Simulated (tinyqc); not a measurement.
From results back to parameters: inversion layer as a triangular well, valleys of the Si type. Three cases, with inputs chosen for the exercise.

Problem. The spacing of the two lowest levels of one ladder was computed from a hidden sheet density Ns.

The field is taken as constant, e F = 4 pi (e^2/4 pi eps0)(Nd + eta Ns)/eps, with 1e12/cm^2 = 1e-4/angstrom^2, and the oxide as a hard wall at z = 0; c = hbar^2/2m0.

Level j of a valley lies at E_j = a_j (c (e F)^2/m_z)^(1/3) above the band edge at the surface, with the Airy zeros a_j = 2.338107, 4.087949, 5.520560, 6.786708, 7.944134, 9.022651, 10.040174, 11.008524, 11.936016, 12.828777, and has <z> = 2 E_j/(3 e F).

Constants: hbar^2/2m0 = 3.80998211 eV angstrom^2; e^2/(4 pi eps0) = 14.39964547 eV angstrom.

Find: F; Ns.

Method. e F = sqrt(m_z/c) [(E_1 - E_0)/(a_1 - a_0)]^(3/2), with a_0 and a_1 the first two zeros; then Ns = (eps e F/(4 pi e^2/4 pi eps0) - Nd)/eta.

Case 1.

Values chosen (near those of Si; the results hold for these values, not for the real material): m_z = 0.917 m0 (confinement mass); eps = 11.6 (dielectric constant); Nd = 0.13 x 1e12/cm^2 (depletion charge); eta = 0.5 (share of Ns in the effective field).

E_1 - E_0 = 29.2589 meV

Solution.

F = 0.1061 MV/cm
Ns = 1.10 x 1e12/cm^2

Case 2.

Values chosen (near those of Si; the results hold for these values, not for the real material): m_z = 0.261 m0 (confinement mass); eps = 11.9 (dielectric constant); Nd = 0.24 x 1e12/cm^2 (depletion charge); eta = 0.5 (share of Ns in the effective field).

E_1 - E_0 = 48.3267 meV

Solution.

F = 0.1201 MV/cm
Ns = 1.10 x 1e12/cm^2

Case 3.

Values chosen (near those of Si; the results hold for these values, not for the real material): m_z = 0.2595 m0 (confinement mass); eps = 11.7 (dielectric constant); Nd = 0.42 x 1e12/cm^2 (depletion charge); eta = 0.5 (share of Ns in the effective field).

E_1 - E_0 = 111.6582 meV

Solution.

F = 0.4207 MV/cm
Ns = 4.60 x 1e12/cm^2

Computed by tinyqc, one run a case: `OMP_NUM_THREADS=1 python tinyqc.py N N+1 out.jsonl` with N = 1281256, 1281325, 1281365; one thread of a shared Intel(R) Xeon(R) Processor @ 2.30GHz, about 0.04 s a run at most.
